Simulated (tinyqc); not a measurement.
# Energy and delay of logic against supply voltage: optimum supplies against the logic depth

One expression serves below and above threshold: I(Vg) = Ik [ln(1 + exp((Vg - VT + dd V)/(al nf Vt)))]^al, with I_on = I(V) and I_off = I(0). Gate delay td = kd C V/I_on, clock period LD td. Per gate and cycle the switching energy is act C V^2 and the leakage energy I_off V LD td. No short-circuit current, no variation. Minima are sought above 0.09 V; below a few Vt gates no longer switch and the model has no meaning.

V_min minimises the energy and V_EDP the product of energy and td.

Values chosen for this exercise; values of the order met in logic technologies: temperature T = 250 K; threshold voltage at zero drain bias VT = 0.32 V; slope factor nf = 1.36; barrier lowering per volt of supply dd = 0.11; specific current of a gate Ik = 0.38 uA; exponent of the current law al = 1.51; load capacitance of a gate C = 2.7 fF; delay factor kd = 1.1; activity factor act = 0.05.

Constants: q = 1.602176634e-19 C, kB = 1.380649e-23 J/K, Vt = kB T/q. Results are converted to the units shown.

Result of one run:
```
LD,V_min (V),energy at V_min (aJ),leakage share (%),clock at V_min (MHz),V_EDP (V),clock at V_EDP (GHz)
80,0.2548,12.17,27.95,1.337,0.5822,0.05612
```

What becomes of these results when the logic depth LD is changed from 80 to 150, all else the same?

Result of the changed run:
```
LD,V_min (V),energy at V_min (aJ),leakage share (%),clock at V_min (MHz),V_EDP (V),clock at V_EDP (GHz)
150,0.2772,14.53,28.62,1.294,0.5840,0.03012
```

The whole series:
```
LD,V_min (V),energy at V_min (aJ),leakage share (%),clock at V_min (MHz),V_EDP (V),clock at V_EDP (GHz)
5,0.1509,5.080,39.52,0.9078,0.5801,0.8917
8,0.1702,6.054,35.40,1.032,0.5802,0.5575
12,0.1860,6.951,32.82,1.124,0.5803,0.3718
20,0.2051,8.167,30.47,1.220,0.5806,0.2232
30,0.2199,9.215,29.18,1.279,0.5808,0.1490
50,0.2382,10.67,28.21,1.327,0.5814,0.08955
80,0.2548,12.17,27.95,1.337,0.5822,0.05612
150,0.2772,14.53,28.62,1.294,0.5840,0.03012
```

As LD goes from 5 to 150, V_min rises from 0.151 to 0.277 V, the energy there rises from 5.08 to 14.5 aJ, the clock there goes from 0.908 through a maximum of 1.34 (at LD = 80 among the rows listed) to 1.29 MHz and V_EDP rises from 0.580 to 0.584 V. act and LD enter V_min only through the ratio act/LD.

Computed by the program tinyqc: `OMP_NUM_THREADS=1 python tinyqc.py 2082121 2082122 out.jsonl`, one thread of a shared Intel Xeon 2.30GHz, about 0.01 s for the whole run.
